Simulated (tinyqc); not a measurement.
Band offset from the macroscopic average of a supercell potential: sweeps and comparisons. A value that a table varies takes the place of the one given here.

A model of the planar-averaged electrostatic energy of an electron in a periodic cell of N1 periods of A (L1 = N1 n1 h) and N2 periods of B (L2 = N2 n2 h), on z_j = j h: V(z) = f VA + (1 - f) VB + F t(z), VA = V1[0] + V1[1] cos(2 pi z/(n1 h)) + V1[2] cos(4 pi z/(n1 h)), VB the same with V2, n2 and z - L1. f = [tanh(z/w) - tanh((z - L1)/w) + tanh((z - L1 - L2)/w)]/2 + 1/2; t(z) = z - L1/2 in A and (L1/L2)(L1 + L2/2 - z) beyond, so that the cell is periodic.

Running mean over n points, periodic: for odd n the plain mean of the n points centred on j; for even n the n + 1 points with half weight at both ends. The macroscopic average applies the mean over n1 points and then over n2 points.

dEv = Ev(A) - Ev(B) = Ev1 - (dV + Ev2); dEc = Ec(B) - Ec(A) = Eg2 - Eg1 - dEv. The correction of a gap, c = Eg[1] - Eg[0], lowers the valence top by fv c and leaves dV, a ground-state quantity, as it is. Type I: dEv and dEc of one sign; II: opposite signs; III: no overlap of the gaps.

Values chosen for the exercise (gaps near those of GaN and AlN; shifted at random, so the results belong to these values and not to a real crystal): h = 0.25 angstrom (grid step); n1 = 5 (grid points per period of A); n2 = 6 (grid points per period of B); V1 = (-5.27, 3.02, -0.86) eV (mean and two harmonics of the potential in A); V2 = (-6.18, 4.56, -0.77) eV (the same in B); w = 0.52 angstrom (width of the interfaces); N1 = 5 (periods of A); N2 = 5 (periods of B); F = 0 eV/angstrom (slope in A from opposite charges on the two interfaces); Ev1 = 2.48 eV (valence top of bulk A above its mean potential); Eg1 = (1.96, 3.45) eV (gap of A: semi-local value, corrected value); Ev2 = 2.79 eV (valence top of bulk B above its mean potential); Eg2 = (4.4, 6.05) eV (gap of B: semi-local value, corrected value).

## How thick the regions must be

N1 = N2 = N, no slope (F = 0); dV is read at j = floor(N n1/2) and N n1 + floor(N n2/2). The exact value is V2[0] - V1[0].

Results:

| N | L1 (angstrom) | dV (eV) | error (meV) |
|---|---|---|---|
| 1 | 1.25 | -0.6320 | 277.99 |
| 2 | 2.50 | -0.6729 | 237.14 |
| 3 | 3.75 | -0.9195 | -9.54 |
| 4 | 5.00 | -0.9090 | 1.04 |
| 5 | 6.25 | -0.9100 | 0.01 |
| 6 | 7.50 | -0.9100 | 0.00 |

What can be read from the table?

The error is below 10 meV from N = 3 on. The two windows together span 2.75 angstrom and must fit between the interface tails, which fall as exp(-2 z/w); the errors at N = 2, 3 and 4 are 237.14, -9.54 and 1.04 meV.

## The choice of windows

dV read at j = 12 and 40 after means over the numbers of points listed; ripple is the spread over the five points around each.

Results:

| windows | dV (eV) | ripple in A (meV) | ripple in B (meV) |
|---|---|---|---|
| none | -3.531 | 4868 | 7995 |
| 5 only | -1.668 | 0 | 1137 |
| 6 only | -1.226 | 766 | 0 |
| 6, 7 | -0.833 | 165 | 0 |
| 5, 6 | -0.910 | 0 | 0 |

Which rows can be used, and how does a wrong window show?

The last row matches both periods and lies 0 meV from the value of a thick cell, V2[0] - V1[0] = -0.910 eV. Against it the raw potential errs by -2.62 eV. No other row is within 20 meV of it. A window one point too long leaves a ripple of 766 meV in A, against 0 meV in the last row: the ripple is the sign to look for. Rows to use, with under 30 meV of ripple in both regions once the tilt is taken off: 5, 6. A row with a large ripple can hit the right value only by chance.

## Where the gap correction goes

dV = B - A = -0.9100 eV

fv1 and fv2 are varied.

Offsets (eV):

| fv1 | fv2 | dEv | dEc |
|---|---|---|---|
| 0.0 | 0.0 | 0.600 | 2.000 |
| 0.5 | 0.5 | 0.680 | 1.920 |
| 1.0 | 1.0 | 0.760 | 1.840 |
| 0.0 | 1.0 | 2.250 | 0.350 |
| 1.0 | 0.0 | -0.890 | 3.490 |
| 0.3 | 0.7 | 1.308 | 1.292 |

What does this show?

dEv + dEc = 2.600 eV in every row, but dEv alone spans 3.14 eV, the sum of the two corrections. A scissor on the conduction bands alone (first row) keeps the semi-local dEv; with equal shares fv the shift is fv times the difference of the corrections, +0.16 eV, against their sum of 3.14 eV: most of the error cancels if the shares are alike.

Program tinyqc; command `OMP_NUM_THREADS=1 python tinyqc.py 1880528 1880529 out.jsonl`; about 0.01 s on one thread of a shared Intel(R) Xeon(R) Processor @ 2.30GHz.
